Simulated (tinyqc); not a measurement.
# Thermal and gravitational stress in a wafer during furnace and rapid thermal processing, and the onset of slip, step by step

A worked calculation. Computed by tinyqc, a small Python program that keeps every step. Command: `OMP_NUM_THREADS=1 python tinyqc.py 3000677 3000678 out.jsonl slip walk`. One thread of a shared host (Intel(R) Xeon(R) Processor @ 2.30GHz), about 0.01 s of CPU time with the checks. Intermediate numbers are printed to about 7 digits and carried at full precision; extremes and crossings named in words are read from the listed rows.

A thin free disc in plane stress, isotropic; T(r) = T_centre + dT (r/R)^n with n = 2. Stress is positive in tension; sigma_SB = 5.670374419e-8 W/(m^2 K^4), g = 9.80665 m/s^2.

Inputs (values chosen for the exercise, modelled on silicon):

| quantity | value | unit |
|---|---|---|
| wafer radius R | 75 | mm |
| thickness t | 675 | micrometre |
| Young's modulus E | 141 | GPa |
| Poisson ratio nu | 0.27 | - |
| expansion alpha | 4.45 | 1e-6/K |
| edge less centre temperature dT | 32 | K |
| temperature T | 1400 | K |
| prefactor A of the critical stress | 0.00016 | MPa |
| energy U of the critical stress | 1 | eV |
| density rho | 2330 | kg/m^3 |
| heat capacity c | 961 | J/(kg K) |
| conductivity k | 24.1 | W/(m K) |
| wafer spacing s | 9.9 | mm |
| ramp rate | 3 | K/min |
| radius of the support ring over R | 0.58 | - |

Temperature profile: parabolic.

Constants: k_B = 8.617333262e-05 eV/K.

## Thermal stress

With x = r/R: s_rr = alpha E dT (1 - x^n)/(n + 2), s_tt = alpha E dT [1 - (n + 1) x^n]/(n + 2).

Temperature and stresses at r/R = 0, 0.3, 0.5, 0.7, 0.8, 0.9, 0.95, 1:

| r/R | T - T_centre (K) | s_rr (MPa) | s_tt (MPa) |
|---|---|---|---|
| 0.00 | 0.00 | 5.019600 | 5.01960 |
| 0.30 | 2.88 | 4.567836 | 3.66431 |
| 0.50 | 8.00 | 3.764700 | 1.25490 |
| 0.70 | 15.68 | 2.559996 | -2.35921 |
| 0.80 | 20.48 | 1.807056 | -4.61803 |
| 0.90 | 25.92 | 0.953724 | -7.17803 |
| 0.95 | 28.88 | 0.489411 | -8.57097 |
| 1.00 | 32.00 | 0.000000 | -10.03920 |

hoop stress at the edge = -10.0392 MPa

r/R where s_tt = 0 = 0.5773503

The hot edge is squeezed; the edge stress is n times that at the centre in size.

## Resolved stress round the edge

At the edge the stress is uniaxial along the tangent d = (cos phi, sin phi, 0) of a (001) wafer; the Schmid factor is the largest |(d.n)(d.b)| over the twelve {111}<110> systems.

Schmid factor and resolved stress at phi = 0, 7.5, 15, 22.5, 30, 37.5 and 45 degrees from [100]:

| phi from [100] (degrees) | Schmid factor | resolved stress (MPa) |
|---|---|---|
| 0.0 | 0.4082483 | 4.098486 |
| 7.5 | 0.4541241 | 4.559043 |
| 15.0 | 0.4829629 | 4.848561 |
| 22.5 | 0.4927993 | 4.947311 |
| 30.0 | 0.4829629 | 4.848561 |
| 37.5 | 0.4541241 | 4.559043 |
| 45.0 | 0.4082483 | 4.098486 |

The factor is 1/sqrt(6) = 0.408 along <100> and <110> and peaks at 0.4928 at 22.5 degrees, so slip, if any, starts at eight places between these directions.

## Slip criterion

Critical resolved stress tau_c = A exp(U/(k_B T)), a form chosen for the exercise; slip when 0.492799 |s_tt(R)| > tau_c; allowed |dT| = tau_c (n + 2)/(0.492799 n alpha E).

critical stress tau_c = 0.6367391 MPa

resolved over critical stress = 7.769760

allowed |dT| = 4.118531 K

Slip is expected.

## Ramp rate in a batch furnace

In a stack heated from the rim, heat flows inward by conduction and by radiation between wafers: k_eff = k + (16/3) sigma_SB T^3 s^2/t (a diffusion estimate with the spacing as path length). A steady ramp gives the parabolic lag dT = rho c (ramp) R^2/(4 k_eff); the allowed ramp uses n = 2.

k_eff = 144.5928 W/(m K)

lag of the centre = 1.088843 K

allowed ramp rate = 11.34746 K/min

Radiation carries 83 % of the inward flow. The ramp is 0.26 of the allowed one.

## Gravity

Own weight q = rho g t on a ring of radius b R, x = r/R: moments of an edge-supported plate, M_r = q R^2 (3 + nu)(1 - x^2)/16 and M_t = q R^2 [(3 + nu) - (1 + 3 nu) x^2]/16, less the uniform moment inside the ring load, q R^2 [(1 - nu)(1 - b^2) - 2 (1 + nu) ln b]/8; stress at the lower face = 6 M/t^2.

stress at the centre = -0.03327958 MPa

radial stress at the ring = -0.1118267 MPa

hoop stress at the ring = -0.07675674 MPa

The largest of these is 0.088 tau_c when halved for shear. Point supports give far higher local stress than a ring.

## Position of the support ring

The formulas are those given above.

Stress at the lower face (MPa):

| b | centre | radial at ring | hoop at ring | largest in size |
|---|---|---|---|---|
| 0.40 | -0.1864488 | -0.2238077 | -0.2071276 | 0.2238077 |
| 0.50 | -0.0961241 | -0.1544974 | -0.1284347 | 0.1544974 |
| 0.60 | -0.0185220 | -0.1025795 | -0.0650492 | 0.1025795 |
| 0.65 | 0.0170281 | -0.0816228 | -0.0375769 | 0.0816228 |
| 0.70 | 0.0509466 | -0.0634651 | -0.0123822 | 0.0634651 |
| 0.75 | 0.0835310 | -0.0478090 | 0.0108321 | 0.0835310 |
| 0.80 | 0.1150208 | -0.0344149 | 0.0323057 | 0.1150208 |
| 0.90 | 0.1754676 | -0.0136620 | 0.0707812 | 0.1754676 |
| 1.00 | 0.2334933 | 0.0000000 | 0.1042508 | 0.2334933 |

Among these rows the largest stress is least, 0.063 MPa, for a ring at 0.7 R, 3.7 times below edge support: the overhang balances the sag of the centre. All values scale as R^2/t.

## Limits against temperature

The formulas are those given above.

For the parabolic profile:

| T (K) | tau_c (MPa) | allowed \|dT\| (K) | k_eff (W/(m K)) | allowed ramp (K/min) |
|---|---|---|---|---|
| 1050 | 10.09041 | 65.26638 | 74.9329 | 93.19048 |
| 1125 | 4.82973 | 31.23947 | 86.6223 | 51.56352 |
| 1200 | 2.53475 | 16.39517 | 99.9789 | 31.23443 |
| 1275 | 1.43512 | 9.28256 | 115.1139 | 20.36128 |
| 1350 | 0.86554 | 5.59848 | 132.1385 | 14.09641 |
| 1425 | 0.55056 | 3.56113 | 151.1638 | 10.25757 |
| 1500 | 0.36641 | 2.37002 | 172.3009 | 7.78126 |

From 1050 to 1500 K the allowed difference falls 28 times and the allowed ramp 12 times; radiation, which grows as T^3, gives back a factor 2.30. Ramps must slow as the wafer gets hotter.

Checks made by the program: force balance: the hoop stress integrates to zero (added to the edge stress) (relative difference below 1e-10).
